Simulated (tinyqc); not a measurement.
# Esaki diode in forward bias, two-band WKB: what changes with what

Abrupt p-n junction, depletion approximation. Energies E are counted from the conduction-band edge of the neutral n side; its Fermi level lies at dn, that of the p side at dn - V, and the valence-band edge of the neutral p side at Em = dn + dp - V. Tunnelling needs 0 < E < Em. Two-band dispersion with equal masses m: inside the gap kappa = sqrt(m u (1 - u/Eg)/C), u the distance from a band edge, C = hbar^2/(2 m0).

Values chosen for this exercise; band and dielectric values close to those of In0.53Ga0.47As:
- T = 300 K (temperature)
- Eg = 0.747 eV (band gap)
- eps_r = 13.9 (relative permittivity)
- Nc = 2.1e17 cm^-3 (conduction-band density of states at 300 K)
- Nv = 7.65e18 cm^-3 (valence-band density of states at 300 K)
- m = 0.04 m0 (band-edge mass of the two-band model)
- Na = 2.4e19 cm^-3 (acceptor density)
- Nd = 1.9e19 cm^-3 (donor density)
- V = 0.19 V (bias of the p side)

Constants: q = 1.602176634e-19 C, kB = 1.380649e-23 J/K, hbar = 1.054571817e-34 J s, h = 6.62607015e-34 J s, m0 = 9.1093837015e-31 kg, Vt = kB T/q, eps0 = 8.8541878128e-14 F/cm where lengths are in cm, hbar^2/(2 m0) = 0.0380998212 eV nm^2. Results are converted to the units shown.

Each table varies one quantity; the others keep the values above.

## Exponent along the true band profile

Nd = Nc F12(dn/Vt), Na = Nv F12(dp/Vt), F12(x) = (2/sqrt(pi)) int_0^infinity sqrt(u)/(1 + exp(u - x)) du; dn = EF - Ec on the n side, dp = Ev - EF on the p side (negative outside the bands); Vbi = Eg + dn + dp. W = sqrt(2 eps0 eps_r (Vbi - V)(1/Na + 1/Nd)/q), mean field F = (Vbi - V)/W, peak field 2 F. In a uniform field F the exponent is S = pi sqrt(m/C) Eg^1.5/(4 F). Transverse energy Et = C kt^2/m raises it to S (1 + 4 Et/Eg), so T = exp(-S) exp(-Et/Eb) with Eb = Eg/(4 S). KJ = (2 q^2/h) m/(4 pi C) (times 1e14 for A/cm^2 per eV^2). Along the true parabolic profile the field at the point where the conduction edge stands at e = E + u is sqrt(2 q Nd e/(eps0 eps_r)) for e < a D and sqrt(2 q Na (D - e)/(eps0 eps_r)) above, D = Vbi - V, a = Na/(Na + Nd); S(E) = 2 int_0^Eg kappa(u) du/field.

Exponent along the true band profile:
```
E (eV)	S(E)	S(E)/S of the mean field
0.03	4.173	0.7440
0.084	3.787	0.6752
0.139	3.548	0.6325
0.193	3.402	0.6066
0.248	3.326	0.5930
0.303	3.317	0.5913
0.357	3.377	0.6020
0.412	3.526	0.6286
0.466	3.814	0.6800
```

S(E) goes from 4.17 through a minimum of 3.32 (at E = 0.303 eV among the rows listed) to 3.81. The mean field gives S = 5.61 and the peak field 2.80; the smallest S(E) is 0.59 of the mean-field value, so the mean field understates the best transmission by a factor of 9.90.

## Effect of the doping Nd

J = KJ exp(-S) Eb times the integral from 0 to Em of [f(E - dn) - f(E - dn + V)] [1 - exp(-min(E, Em - E)/Eb)] dE, f(x) = 1/(1 + exp(x/Vt)), with S and Eb from the mean field; J > 0 flows from p to n.

Results:
```
Nd (cm^-3)	Vbi (V)	mean field (MV/cm)	S	J (A/cm^2)
8.9e18	1.183	0.6476	8.022	206.8
1.2e19	1.267	0.7487	6.939	672.3
2e19	1.455	0.9478	5.482	3324
2.7e19	1.600	1.080	4.812	6974
3.5e19	1.750	1.202	4.321	1.204e4
4.7e19	1.956	1.351	3.845	2.050e4
```

Estimate the missing row, Nd = 1.5e19 cm^-3.

Computed row:
```
Nd (cm^-3)	Vbi (V)	mean field (MV/cm)	S	J (A/cm^2)
1.5e19	1.341	0.8316	6.247	1433
```

With this row back in the table: The mean field rises from 0.648 to 1.35 MV/cm, as Nd^(0.44), S falls from 8.02 to 3.84, and |J| rises from 207 to 20500 A/cm^2: 2.00 decades, of which exp(-S) accounts for 1.81. Where S is below about 4, a WKB prefactor of 1 is a rough guess.

Range of the model: Parabolic densities of states, no band tails and no gap narrowing, all of which matter at such doping.

Program tinyqc, `OMP_NUM_THREADS=1 python tinyqc.py 2620093 2620094 out.jsonl`; Intel Xeon 2.30GHz, shared host, one thread, about 0.01 s.
